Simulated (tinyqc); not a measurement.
# Ballistic Schottky-barrier transistor with a two-dimensional channel, WKB contacts: effects of single changes

Source Fermi level 0, drain Fermi level -Vd. Far from the contacts Ec = pn - psi, and the gate moves psi one to one; the band edges relax as exp(-x/lam) from pn at the source and pn - Vd at the drain; Ev = Ec - Eg. A carrier of energy w inside the channel band meets at a contact a barrier of height D (the contact edge beyond the channel edge): T = 1 for w >= D, else exp(-S), S = 4 lam sqrt(m/C) [sqrt(D - w) - sqrt(w) arctan sqrt((D - w)/w)], C = hbar^2/(2 m0). The two contacts combine as Ts Td/(Ts + Td - Ts Td).

Values chosen for this exercise; channel values close to those of an ultrathin silicon body with silicide contacts: temperature T = 250 K; barrier for electrons at both contacts pn = 0.4 eV; electron mass mn = 0.2 m0; valleys or subbands g = 2; screening length at the contacts lam = 1.5 nm; drain bias Vd = 0.1 V; band shift psi of the channel by the gate ps = 0.29 V.

Constants: q = 1.602176634e-19 C, kB = 1.380649e-23 J/K, hbar = 1.054571817e-34 J s, h = 6.62607015e-34 J s, m0 = 9.1093837015e-31 kg, Vt = kB T/q, hbar^2/(2 m0) = 0.0380998212 eV nm^2. Results are converted to the units shown.

Each table varies one quantity; the others keep the values above.

## Effect of the screening length

I/W = g (2 q^2/h) int T(w) [N(Es + w) - N(Ed + w)] dw with w the energy of motion along the channel, N(y) = (1/2 pi) sqrt(pi m kB T/C) Fm(-y/kB T), Fm(x) = (1/sqrt(pi)) int_0^infinity u^(-1/2)/(1 + exp(u - x)) du. Electrons: Ds = psi, Dd = psi - Vd, Es = Ec, Ed = Ec + Vd. Holes: Ds = -psi, Dd = Vd - psi, Es = -Ev, Ed = -Ev - Vd. The size of each current is taken; both flow from drain to source and add. The integrals are converged.

Results:

| lam (nm) | current of the electrons (uA/um) | share over the barriers (%) | \|d psi/d log10\| of this current (mV/decade) |
|---|---|---|---|
| 0.5 | 0.2938 | 9.220e-4 | 55.84 |
| 1.6 | 0.02126 | 0.01274 | 68.91 |
| 2.6 | 0.003810 | 0.07110 | 83.48 |
| 3.7 | 9.728e-4 | 0.2785 | 102.2 |
| 4.8 | 3.656e-4 | 0.7410 | 123.2 |
| 6.9 | 1.085e-4 | 2.497 | 168.3 |
| 8 | 7.083e-5 | 3.825 | 193.9 |

Estimate the missing row, lam = 5.9 nm.

Computed row:

| lam (nm) | current of the electrons (uA/um) | share over the barriers (%) | \|d psi/d log10\| of this current (mV/decade) |
|---|---|---|---|
| 5.9 | 1.783e-4 | 1.519 | 146.2 |

With this row back in the table: The current falls from 0.294 to 7.08e-5 uA/um, while the share over the barriers rises from 9.22e-4 to 3.82 %: the thermionic part does not depend on lam, and a thinner barrier adds tunnelling. The swing rises from 55.8 to 194 mV/decade.

## Barrier height from the temperature dependence

Same model as above.

The apparent barrier is -d ln(I_e/T^1.5)/d(q/kB T), taken between T - 10 K and T + 10 K for the electron current.

Barrier height from the temperature dependence:

| ps (V) | electrons (uA/um) | Ec (eV) | apparent barrier (eV) |
|---|---|---|---|
| -0.25 | 2.47e-11 | 0.650 | 0.649 |
| -0.18 | 6.37e-10 | 0.580 | 0.579 |
| -0.11 | 1.64e-8 | 0.510 | 0.509 |
| -0.04 | 4.23e-7 | 0.440 | 0.439 |
| 0 | 2.71e-6 | 0.400 | 0.399 |
| 0.1 | 5.91e-5 | 0.300 | 0.321 |
| 0.17 | 5.16e-4 | 0.230 | 0.259 |
| 0.24 | 0.00487 | 0.160 | 0.194 |
| 0.31 | 0.0516 | 0.090 | 0.126 |
| 0.38 | 0.578 | 0.020 | 0.058 |
| 0.45 | 4.75 | -0.050 | 0.006 |

What does the comparison show?

For psi < 0 the channel edge is the highest point, and the apparent barrier follows Ec one to one (0.649 eV against 0.650). At flat band it is 0.399 eV (psi = 0 V), near pn = 0.4 eV. Beyond, the top stays at pn but tunnelling lowers the apparent value to 0.00563 eV in the last row, so only the point where the line bends gives the true barrier.

Range of the model: No scattering, image-force lowering, channel charge or band-to-band tunnelling; parabolic kappa overstates S deep in the gap.

Computed by the program tinyqc: `OMP_NUM_THREADS=1 python tinyqc.py 2390056 2390057 out.jsonl`, one thread of a shared Intel Xeon 2.30GHz, about 0.1 s for the whole run.
